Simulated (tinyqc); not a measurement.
Thermionic-field emission through a Schottky barrier, WKB: one step of the calculation.

Metal on an n-type semiconductor with one parabolic valley; V > 0 is forward bias (metal positive). Energies E are counted from the conduction edge of the neutral semiconductor, whose Fermi level lies at -xi; that of the metal lies at -xi - V. The barrier is a parabola of height Vd = phi - xi - V (depletion approximation, no image force).

Problem. Current density on a coarse grid. For E < Vd, ln T(E) = -(Vd/E00) [sqrt(1 - y) - y ln((1 + sqrt(1 - y))/sqrt(y))], y = E/Vd; T(E) = 1 above. J = A* T (q/kB) int_0^infinity T(E) N(E) dE, N = ln[(1 + exp((-xi - E)/Vt))/(1 + exp((-xi - V - E)/Vt))], A* = 4 pi q me m0 kB^2/h^3 (times 1e-4 for A/(cm^2 K^2)). Simpson's rule on nE equally spaced points from 0 to Eb.

Parameters, values chosen for the exercise; band and dielectric values those of a made-up semiconductor:
```
symbol,value,unit,meaning
T,250,K,temperature
me,0.225,m0,electron mass
V,0.12,V,bias
nE,11,,points of the energy grid
Eb,0.51,eV,upper end of the energy grid
```

Constants: q = 1.602176634e-19 C, kB = 1.380649e-23 J/K, h = 6.62607015e-34 J s, m0 = 9.1093837015e-31 kg, Vt = kB T/q. Results are converted to the units shown.

xi = 0.027937821 eV
Vd = 0.38206218 V
E00 = 9.7377254 meV

Find: E; T(E); N; T(E) N; J.

Solution.

| point | E (eV) | T(E) | N | T(E) N |
|---|---|---|---|---|
| 0 | 0.00000 | 9.1273e-18 | 0.24065 | 2.1965e-18 |
| 1 | 0.05100 | 8.4166e-13 | 0.025206 | 2.1215e-14 |
| 2 | 0.10200 | 1.6930e-9 | 0.0023899 | 4.0461e-12 |
| 3 | 0.15300 | 6.9382e-7 | 2.2426e-4 | 1.5559e-10 |
| 4 | 0.20400 | 9.0438e-5 | 2.1022e-5 | 1.9012e-9 |
| 5 | 0.25500 | 0.0044759 | 1.9705e-6 | 8.8197e-9 |
| 6 | 0.30600 | 0.088489 | 1.8469e-7 | 1.6343e-8 |
| 7 | 0.35700 | 0.64058 | 1.7312e-8 | 1.1089e-8 |
| 8 | 0.40800 | 1.0000 | 1.6226e-9 | 1.6226e-9 |
| 9 | 0.45900 | 1.0000 | 1.5209e-10 | 1.5209e-10 |
| 10 | 0.51000 | 1.0000 | 1.4256e-11 | 1.4256e-11 |

J = 0.16086 A/cm^2

The integrand peaks at E = 0.306 eV among these points, 0.80 of the barrier height.

Range of the model: The depletion approximation, a parabolic band and the neglect of image-force lowering make these currents estimates at high doping.

Program tinyqc, `OMP_NUM_THREADS=1 python tinyqc.py 2640131 2640132 out.jsonl`; Intel Xeon 2.30GHz, shared host, one thread, about 0.05 s.
